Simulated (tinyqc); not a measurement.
Inside a calculation. Model: equilibrium crystal shape, supported particles, Gibbs-Thomson effect and coarsening. Computed by tinyqc, a small Python program that keeps every step. Command: `OMP_NUM_THREADS=1 python tinyqc.py 3021215 3021216 out.jsonl wulff walk`. One thread of a shared host (Intel(R) Xeon(R) Processor @ 2.30GHz), about 0.04 s of CPU time with the checks. Intermediate numbers are printed to about 6 digits and carried at full precision; extremes and crossings named in words are read from the listed rows.

A cubic crystal bounded by {100}, {110} and {111} facets only.

Inputs (values chosen for the exercise, modelled on nickel):
```
quantity,value,unit
atomic volume Omega,10.94,angstrom^3
atoms in the particle N,1600,-
work of adhesion W_a,1.6,J/m^2
temperature T,525,K
precipitate interface energy gamma_i,0.13,J/m^2
solubility x_inf at a flat interface,4.1e-05,-
diffusivity D,3.3e-19,m^2/s
mean radius at the start r0,1.3,nm
time t,260000,s
```

Surface energies: given.

surface energies gamma(100), gamma(110), gamma(111) (J/m^2): [2.39, 2.52, 2.09]

Constants: e = 1.602176634e-19 C; k_B = 8.617333262e-05 eV/K; k_B = 1.380649e-23 J/K.

## Surface energies

The energies and Omega are given.

gamma (J/m^2): (100) 2.39, (110) 2.52, (111) 2.09

Omega = 10.94 angstrom^3

## The Wulff shape

Wulff construction: the facet planes lie at distances lambda gamma from the centre, and the shape is the region inside all of them; V = (1/3) sum of area x distance. gamma_mean = sum A gamma / sum A; shape factor eta = A/V^(2/3) (4.836 for a sphere). lambda follows from V = N Omega.

area fractions: {100} 0.234885, {110} 0.030123, {111} 0.734991

gamma_mean = 2.17342 J/m^2

shape factor eta = 5.27338

distances of the planes from the centre (nm): {100} 1.62430, {110} 1.71265, {111} 1.42041

surface energy per atom = 0.301412 eV

Present: {100}, {110}, {111}. Caution: below a few thousand atoms edges and corners add to the energy and facets hold few atoms.

## Chemical potential of the particle

For the Wulff shape mu - mu(bulk) = 2 Omega gamma/h, with gamma and h = lambda gamma the energy and distance of any one facet plane, here (111); the vapour pressure rises by exp[(mu - mu(bulk))/(k_B T)].

mu - mu(bulk) = 200.941 meV

pressure ratio = 84.9082

This is 2/3 of the surface energy per atom (0.6667), since the total surface energy goes as N^(2/3).

## The particle on a substrate

Winterbottom: the particle sits on its largest facet family, {111}, with energy gamma_f; the substrate plane cuts the shape at the distance lambda (gamma_f - W_a) below the centre. Height over that of the free particle at the same lambda = (2 gamma_f - W_a)/(2 gamma_f). An isotropic particle with gamma_mean has cos(theta) = W_a/gamma_mean - 1 (Young-Dupre); a film dewets into particles whenever W_a < 2 gamma.

relative height = 0.617225

contact angle theta = 105.298 degrees

W_a is below gamma_f: more than half of the shape shows.

## Gibbs-Thomson solubility and coarsening

Spherical precipitates of nearly pure solute with atomic volume Omega: x(r) = x_inf exp(l/r), l = 2 gamma_i Omega/(k_B T). Diffusion-limited coarsening at small volume fraction (Lifshitz-Slyozov-Wagner): r^3 = r0^3 + K t, K = (4/9) D x_inf l; the number density falls as (r0/r)^3. The steady size distribution is assumed from the start, and D and x_inf are inputs that do not follow T.

capillary length l = 0.392417 nm

x(r0)/x_inf = 1.35237

rate constant K = 2.35974e-06 nm^3/s

mean radius at t = 1.41122 nm

number density over its start = 0.781703

The time to double the radius is 7 r0^3/K = 6.5e6 s; t is 0.040 times that. Caution: l is not small against r0, so the linearised Gibbs-Thomson law behind the coarsening rate is rough.

## Shape against the ratio gamma(100)/gamma(111)

Wulff construction: the facet planes lie at distances lambda gamma from the centre, and the shape is the region inside all of them; V = (1/3) sum of area x distance. gamma_mean = sum A gamma / sum A; shape factor eta = A/V^(2/3) (4.836 for a sphere). gamma(110)/gamma(111) is held at the value of this crystal.

Area fractions:
```
gamma(100)/gamma(111),{100},{110},{111},eta
0.550,1.00000,0.0000000,0.000000,6.00000
0.686,0.93156,0.0000000,0.068437,5.78288
0.823,0.72131,0.0000000,0.278686,5.42527
0.972,0.44160,0.0139121,0.544492,5.23717
1.140,0.23821,0.0298164,0.731975,5.27131
1.280,0.12943,0.0414489,0.829119,5.37294
1.490,0.03428,0.0581237,0.907601,5.54109
1.750,0.00000,0.0749489,0.925051,5.62827
```

{100} holds 100 % of the area in the first row and 0 % in the last; without {110} the limits are a cube below 1/sqrt(3) = 0.577 and an octahedron above sqrt(3) = 1.732. The roundest shape among these rows (eta = 5.237) is at the ratio 0.972; {110} shows in 5 rows.

Checks made by the program: volume against one third of area times distance (relative difference below 1e-10).
